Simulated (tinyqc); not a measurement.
What each parameter does: tight-binding t2g bands of a cubic perovskite.

Orbitals yz, zx, xy (X, Y, Z below) times spin. E_xy = Dt + 2t (2 - cos x - cos y) + 2 td (1 - cos z) + 4 t2 (1 - cos x cos y) with x = kx a and so on; yz and zx follow by cyclic change, without Dt. Spin-orbit term -(Dso/3) L.sigma + Dso/3 with (L_k)_ij = -i epsilon_kij in X, Y, Z: for Dt = 0 the quartet lies at 0 and the doublet at Dso.

Parameters, chosen for this exercise (of the size met in SrTiO3 and KTaO3; shifted at random, so the results belong to these values and not to a real crystal): t = 0.327 eV (strong hopping); td = 0.018 eV (weak hopping); t2 = 0.069 eV (diagonal hopping in the plane of the orbital); Dso = 0.268 eV (spin-orbit splitting at Gamma); Dt = 0 eV (shift of xy (tetragonal field or confinement)); k = (0.1, 0.07, 0) 2 pi/a (wave vector).

The three pairs at k.

Results for these values:
```
case  pair 1 (eV)  pair 2 (eV)  pair 3 (eV)
base       0.1233       0.2186       0.4636
```

What happens to each result for t = 0.3597 eV, all else kept?

Answer: pair 1 rises from 0.1233 to 0.1311; pair 2 rises from 0.2186 to 0.2333; pair 3 rises from 0.4636 to 0.4785.

The same for each parameter in turn:
```
case             pair 1 (eV)  pair 2 (eV)  pair 3 (eV)
base                  0.1233       0.2186       0.4636
t = 0.3597 eV         0.1311       0.2333       0.4785
td = 0.027 eV         0.1263       0.2197       0.4646
t2 = 0.089 eV         0.1328       0.2360       0.4811
Dso = 0.3484 eV       0.1250       0.2206       0.5404
Dt = -0.03 eV         0.1222       0.2054       0.4480
```

Run: tinyqc, `OMP_NUM_THREADS=1 python tinyqc.py 1480541 1480542 out.jsonl`; Intel(R) Xeon(R) Processor @ 2.30GHz, one thread, shared host; about 0.01 s of CPU time with all checks.
